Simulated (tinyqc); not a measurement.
From one set of inputs to another, one input at a time: scattering rates of a carrier in a spherical band by Fermi's golden rule. Computed by tinyqc, a small Python program. Command: `OMP_NUM_THREADS=1 python tinyqc.py 3026081 3026082 out.jsonl scatter ladder`. One thread of a shared host (Intel(R) Xeon(R) Processor @ 2.30GHz), about 0.01 s of CPU time with the checks.

All processes here are isotropic or elastic, and the rate listed is the momentum relaxation rate.

The inputs printed are set A. Inputs not listed in the table keep their values of set A, so the rows need not describe a real material.

Inputs (values chosen for the exercise, for a model non-polar semiconductor):

| quantity | value | unit |
|---|---|---|
| density-of-states mass of one valley m | 0.905 | m_0 |
| non-parabolicity alpha | 0.66 | 1/eV |
| static permittivity eps_s | 11.3 | - |
| density rho | 4500 | kg/m^3 |
| sound velocity v_l | 7130 | m/s |
| acoustic deformation potential D_A | 6.1 | eV |
| phonon energy hbar w | 52.4 | meV |
| optical or intervalley deformation potential D_o | 9.3 | 1e8 eV/cm |
| final valleys Z_f | 3 | - |
| ionised impurity density N_I | 1.5e+17 | 1/cm^3 |
| temperature T | 300 | K |
| carrier energy E | 17 | meV |
| neutral impurity density N_n | 3e+15 | 1/cm^3 |

Crystal: non-polar. Band: Kane. Impurity formula: Conwell-Weisskopf. Further scattering: neutral impurities.

Constants: eps_0 = 8.8541878128e-12 F/m; e = 1.602176634e-19 C; m_0 = 9.1093837015e-31 kg; hbar = 1.054571817e-34 J s; k_B = 1.380649e-23 J/K; hbar = 6.582119569e-16 eV s; k_B = 8.617333262e-05 eV/K.

Method:
- Kane band: hbar^2 k^2/(2 m) = E (1 + alpha E), speed v = hbar k/(m (1 + 2 alpha E)), states per spin, volume and energy g(E) = m k (1 + 2 alpha E)/(2 pi^2 hbar^2); overlap factors are set to 1. Masses are multiplied by m_0 and all formulas are in SI units.
- Singly charged impurities, momentum relaxation: 1/tau = N_I e^4 m (1 + 2 alpha E) Phi/(8 pi (eps_s eps_0)^2 hbar^3 k^3), with alpha = 0 for a parabolic band.
- Conwell-Weisskopf: Phi = ln(1 + y^2), y = 4 pi eps_s eps_0 E N_I^(-1/3)/e^2 (largest impact parameter N_I^(-1/3)/2).
- Phonon occupation N_q = 1/(exp(hbar w/(k_B T)) - 1).
- Acoustic deformation potential (elastic, equipartition, absorption and emission together): 1/tau = 2 pi k_B T D_A^2 g(E)/(hbar rho v_l^2).
- Optical or intervalley deformation potential: 1/tau = (pi Z_f D_o^2/(rho w)) [N_q g(E + hbar w) + (N_q + 1) g(E - hbar w)], with g = 0 below the band edge.
- Neutral impurities (Erginsoy): 1/tau = 20 N_n a_B hbar/m, a_B = 4 pi eps_s eps_0 hbar^2/(m e^2).
- Rates add: 1/tau_m is the sum, and the mean free path is v tau_m.

Each row keeps all changes above it:

| input moved | from | to | ionised-impurity rate (1/s) | momentum relaxation time tau_m (fs) | mean free path (nm) |
|---|---|---|---|---|---|
| set A | - | - | 2.1516e+12 | 105.76 | 8.456 |
| density-of-states mass of one valley m (m_0) | 0.905 | 0.215 | 4.4144e+12 | 186.94 | 30.663 |
| temperature T (K) | 300 | 200 | 4.4144e+12 | 204.82 | 33.597 |
| optical or intervalley deformation potential D_o (1e8 eV/cm) | 9.3 | 5.7 | 4.4144e+12 | 209.73 | 34.401 |
| static permittivity eps_s | 11.3 | 16 | 2.8934e+12 | 304.47 | 49.941 |
| phonon energy hbar w (meV) | 52.4 | 33.6 | 2.8934e+12 | 284.95 | 46.740 |
| acoustic deformation potential D_A (eV) | 6.1 | 11 | 2.8934e+12 | 253.24 | 41.538 |
| carrier energy E (meV) | 17 | 21 | 2.4306e+12 | 279.75 | 50.804 |

Which inputs carry the difference?

Ionised-impurity rate goes from 2.15e12 to 2.43e12, a factor 1.13 in all. The largest single move comes from density-of-states mass of one valley m (a factor 2.05), and static permittivity eps_s works against it (a factor 0.655). Momentum relaxation time tau_m goes from 106 to 280, a factor 2.65 in all. The largest single move comes from density-of-states mass of one valley m (a factor 1.77), and acoustic deformation potential D_A works against it (a factor 0.889). Mean free path goes from 8.46 to 50.8, a factor 6.01 in all. The largest single move comes from density-of-states mass of one valley m (a factor 3.63). The single moves hold for this order of the switches; the total does not depend on the order.

Caution (all rows): Erginsoy's formula holds for k a_B below about 0.5 and for dopants that stay neutral, which means low temperature; elsewhere it is only a rough constant rate.

Extremes, crossings and ranges named in words are read from the listed rows.
